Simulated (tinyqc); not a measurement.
Oxide trap near a transistor channel: two-state multiphonon kinetics, telegraph noise and bias instability. Changing the relaxation energy E_R. Computed by tinyqc, a small Python program. Command: `OMP_NUM_THREADS=1 python tinyqc.py 3021544 3021545 out.jsonl oxidetrap sweep`. One thread of a shared host (Intel(R) Xeon(R) Processor @ 2.30GHz), about 0.01 s of CPU time with the checks.

An n-channel device under positive gate bias. The trap is empty (state 1) or holds an electron (state 2); both states are parabolas of equal curvature, and the electron reservoir is taken at the Fermi level of the channel.

Inputs (values chosen for the exercise, with an insulator like Si3N4 on silicon):
```
quantity                                value   unit
trap depth x from the interface           1.6     nm
tunnel barrier phi_b                     2.03     eV
tunnelling mass m_ox                     0.37    m_0
trap level above E_F at zero field E_t   0.42     eV
oxide field F                             2.4  MV/cm
attempt rate k_0 at the interface       2e+12    1/s
temperature T                             350      K
```

Parts treated: one trap and an ensemble.

Constants: hbar^2/(2 m_0) = 3.80998212 eV angstrom^2; k_B = 8.617333262e-05 eV/K.

Method. kappa = sqrt(2 m_ox phi_b)/hbar = sqrt(m_ox phi_b/(hbar^2/2m_0)); attenuation length lambda = 1/(2 kappa); factor exp(-x/lambda) for a rectangular barrier. E_21 = E_t - e F x is the energy of state 2 over state 1; barriers E_c = (E_R + E_21)^2/(4 E_R), E_e = E_c - E_21; tau_c = exp(E_c/k_B T)/(k_0 P), tau_e = exp(E_e/k_B T)/(k_0 P), P the tunnelling factor; occupation f_2 = tau_e/(tau_c + tau_e); 1/tau_0 = 1/tau_c + 1/tau_e.

One run for each value:
```
relaxation energy E_R (eV)  capture time tau_c (s)  emission time tau_e (s)  capture barrier E_c (eV)  occupation f_2
0.50                                     8.668e-05                2.628e-05                    0.1436          0.2326
1.40                                     1.485e-01                4.502e-02                    0.3682          0.2326
1.80                                     4.083e+00                1.238e+00                    0.4682          0.2326
2.20                                     1.123e+02                3.405e+01                    0.5681          0.2326
2.60                                     3.091e+03                9.369e+02                    0.6681          0.2326
3.10                                     1.948e+05                5.906e+04                    0.7931          0.2326
3.50                                     5.364e+06                1.626e+06                    0.8931          0.2326
```

Give the missing row, relaxation energy E_R (eV) = 0.93.

Computed row:
```
relaxation energy E_R (eV)  capture time tau_c (s)  emission time tau_e (s)  capture barrier E_c (eV)  occupation f_2
0.93                                     3.031e-03                9.187e-04                    0.2508          0.2326
```

Interpolating between the two neighbouring rows (the first column on a logarithmic scale, the others too where they are positive) misses most in capture time tau_c (s), by 150 %. Over the rows, capture time tau_c (s) rises from 8.67e-5 to 5.36e6 (exponent d ln y / d ln x 5.7 between the first rows and 27 between the last); emission time tau_e (s) rises from 2.63e-5 to 1.63e6 (exponent d ln y / d ln x 5.7 between the first rows and 27 between the last); capture barrier E_c (eV) rises from 0.144 to 0.893 (exponent d ln y / d ln x 0.90 between the first rows and 0.98 between the last). E_R changes both barriers alike, by about a quarter of itself, and leaves the occupation alone.
